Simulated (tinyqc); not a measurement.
Flattening the wire at fixed area: round or elliptic silicon nanowire with anisotropic valleys (Ritz method).

Wire along x = [100] on a (001) wafer, y = [010], z = [001]. Valley groups, two valleys each (w = inverse masses): A, axis along z: w_y = 1/mt, w_z = 1/ml, m_x = mt; B, axis along y: w_y = 1/ml, w_z = 1/mt, m_x = mt; C, axis along x: w_y = w_z = 1/mt, m_x = ml.

Hard wall on the ellipse (y/a)^2 + (z/b)^2 = 1, c = hbar^2/2m0. With u = y/a, v = z/b the operator is -c [(w_y/a^2) d2/du2 + (w_z/b^2) d2/dv2] on the unit disc. Basis (1 - u^2 - v^2) u^i v^j; S, X and Y are the disc integrals of f f', (df/du)(df'/du) and (df/dv)(df'/dv), from the integral of u^p v^q = 2 Gamma((p+1)/2) Gamma((q+1)/2)/((p + q + 2) Gamma((p+q+2)/2)) for even p, q; H = c (w_y X/a^2 + w_z Y/b^2).

Converged values use 21 functions of each parity class (e or o in u, then in v).

Constants: hbar^2/2m0 = 3.80998211 eV angstrom^2.

Inputs chosen for the exercise (near those of a Si nanowire; the results hold for these values, not for the real material): ml = 0.917 m0 (longitudinal mass); mt = 0.187 m0 (transverse mass); asp = (0.4, 0.6, 0.8, 1, 1.3, 1.8, 2.5) (ratios a/b); area = 20.1 nm^2 (cross-section, kept fixed).

a = sqrt(area x ratio/pi), b = a/ratio, 1 nm^2 = 100 angstrom^2; lowest level of each group.

Levels (eV):

| a/b | a (angstrom) | b (angstrom) | A | B | C |
|---|---|---|---|---|---|
| 0.4 | 16.0 | 40.0 | 0.2213 | 0.0837 | 0.2609 |
| 0.6 | 19.6 | 32.7 | 0.1574 | 0.0864 | 0.2072 |
| 0.8 | 22.6 | 28.3 | 0.1265 | 0.0963 | 0.1885 |
| 1.0 | 25.3 | 25.3 | 0.1089 | 0.1089 | 0.1842 |
| 1.3 | 28.8 | 22.2 | 0.0945 | 0.1301 | 0.1902 |
| 1.8 | 33.9 | 18.9 | 0.0849 | 0.1675 | 0.2148 |
| 2.5 | 40.0 | 16.0 | 0.0837 | 0.2213 | 0.2609 |

Each group is lowest where its stretched ellipse is a circle, at a/b = sqrt(w_y/w_z): 2.21 for A, 0.45 for B and 1.00 for C. The lowest group is B in the first row and A in the last, A and B crossing at a/b = 1 by symmetry; B - A is -138 meV in the first row and +138 meV in the last.

(tinyqc, `OMP_NUM_THREADS=1 python tinyqc.py 1252116 1252117 out.jsonl`, Intel(R) Xeon(R) Processor @ 2.30GHz, 1 thread, shared host, about 0.05 s.)
